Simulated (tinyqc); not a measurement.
Worked calculation: optical transitions of a finite quantum well. Values are carried at full precision from step to step, so a last printed digit may differ when a step is redone from the rounded ones.

Each carrier sees a square well of width L with its own depth V and masses m (inside), mb (outside); c = hbar^2/2m0, k = sqrt(m E/c), kappa = sqrt(mb (V - E)/c), and level n solves k L + 2 atan[(k/m)/(kappa/mb)] = n pi. The envelope is cos(kz) for odd n and sin(kz) for even n inside, joins exp(-kappa (|z| - L/2)) outside, and is normalised to 1. Excitons and band mixing are left out.

Constants: hbar^2/2m0 = 3.80998211 eV angstrom^2; hc = 1239.841984 eV nm; fine-structure constant alpha = 0.007297352564.

Values chosen for the exercise (near those of a GaAs well in AlGaAs; shifted at random, so the results belong to these values and not to a real crystal): L = 126 angstrom (well width); Eg = 1.549 eV (gap of the well); Vc = 0.283 eV (conduction offset); Vv = 0.157 eV (valence offset); me = 0.0689 m0 (electron, well); meb = 0.096 m0 (electron, barrier); mh = 0.345 m0 (heavy hole along z, well); mhb = 0.414 m0 (heavy hole, barrier); ml = 0.0928 m0 (light hole along z, well); mlb = 0.1067 m0 (light hole, barrier); Ns = 1.3 x 1e12/cm^2 (electrons in e1); n_r = 3.43 (refractive index); G = 8 meV (half width of the line).

## Confinement energies

Up to three levels for each carrier.

Levels:

| level | E (eV) | k (1/angstrom) | kappa (1/angstrom) |
|---|---|---|---|
| e1 | 0.0216 | 0.01975 | 0.08116 |
| e2 | 0.0857 | 0.03937 | 0.07051 |
| e3 | 0.1888 | 0.05843 | 0.04873 |
| hh1 | 0.0052 | 0.02175 | 0.12842 |
| hh2 | 0.0208 | 0.04344 | 0.12164 |
| hh3 | 0.0466 | 0.06498 | 0.10951 |
| lh1 | 0.0156 | 0.01950 | 0.06293 |
| lh2 | 0.0612 | 0.03862 | 0.05179 |
| lh3 | 0.1299 | 0.05626 | 0.02754 |

## Interband transitions

From e1 and e2 to each hole level: E = Eg + E_e + E_h, wavelength hc/E, squared overlap of the envelopes, and the strength |<S|p|v>|^2 in units of P^2 at the subband edge: overlap^2 times 1/2 (hh) or 1/6 (lh) for light polarised in the plane (TE), times 0 (hh) or 2/3 (lh) along z (TM).

Transitions:

| pair | E (eV) | wavelength (nm) | overlap^2 | TE | TM |
|---|---|---|---|---|---|
| e1-hh1 | 1.5758 | 786.8 | 0.9917 | 0.4959 | 0.0000 |
| e1-lh1 | 1.5862 | 781.7 | 0.9991 | 0.1665 | 0.6661 |
| e1-hh2 | 1.5914 | 779.1 | 0.0000 | 0.0000 | 0.0000 |
| e1-hh3 | 1.6172 | 766.7 | 0.0046 | 0.0023 | 0.0000 |
| e1-lh2 | 1.6318 | 759.8 | 0.0000 | 0.0000 | 0.0000 |
| e2-hh1 | 1.6399 | 756.0 | 0.0000 | 0.0000 | 0.0000 |
| e2-lh1 | 1.6503 | 751.3 | 0.0000 | 0.0000 | 0.0000 |
| e2-hh2 | 1.6556 | 748.9 | 0.9707 | 0.4854 | 0.0000 |
| e2-hh3 | 1.6813 | 737.4 | 0.0000 | 0.0000 | 0.0000 |
| e2-lh2 | 1.6959 | 731.1 | 0.9946 | 0.1658 | 0.6631 |
| e1-lh3 | 1.7005 | 729.1 | 0.0004 | 0.0001 | 0.0003 |
| e2-lh3 | 1.7646 | 702.6 | 0.0000 | 0.0000 | 0.0000 |

The edge is e1-hh1 at 787 nm. Pairs of opposite parity vanish exactly; e1-hh3 is allowed by parity and reaches 0.0046, only because the two envelopes leak differently into the barriers.

## Intersubband transitions from e1

z_1j = <1|z|j>; 1/m1 = <1|1/m|1>; f_1j = (m1/c)(E_j - E_1) z_1j^2, which sums to 1 over all bound and continuum states.

Transitions:

| pair | E (meV) | wavelength (micrometre) | \|z\| (angstrom) | f |
|---|---|---|---|---|
| 1-2 | 64.2 | 19.33 | 28.84 | 0.9696 |
| 1-3 | 167.2 | 7.41 | 0.00 | 0.0000 |

m1 = 0.0692 m0
sum of f over bound states = 0.9696

The continuum carries the remaining 0.0304. With hard walls z_12 = 16 L/(9 pi^2) = 22.70 angstrom and f_12 = 256/(27 pi^2) = 0.9607.

## Absorption of one well

For light polarised along z (a real waveguide or Brewster geometry adds an angle factor), with all electrons in e1 and none in e2, the peak fractional absorption is 4 pi alpha Ns c f_12/(n_r m1 G) and the area under the Lorentzian line is pi G times that, c = hbar^2/2m0; 1e12/cm^2 = 1e-4/angstrom^2. EF - E1 = 2 pi c Ns/m1 at zero temperature.

peak absorption = 2.319 %
area = 58.28 % meV
EF - E1 = 45.0 meV

EF lies below e2, as assumed.

## Checks

- Sum of f over all levels of a difference grid (60 cells across the well) against 1: 0.999 against 1.000.
- The strength f_12 on that grid against the matched envelopes: 0.969 against 0.970.

(tinyqc, `OMP_NUM_THREADS=1 python tinyqc.py 1280529 1280530 out.jsonl`, Intel(R) Xeon(R) Processor @ 2.30GHz, 1 thread, shared host, about 0.1 s.)
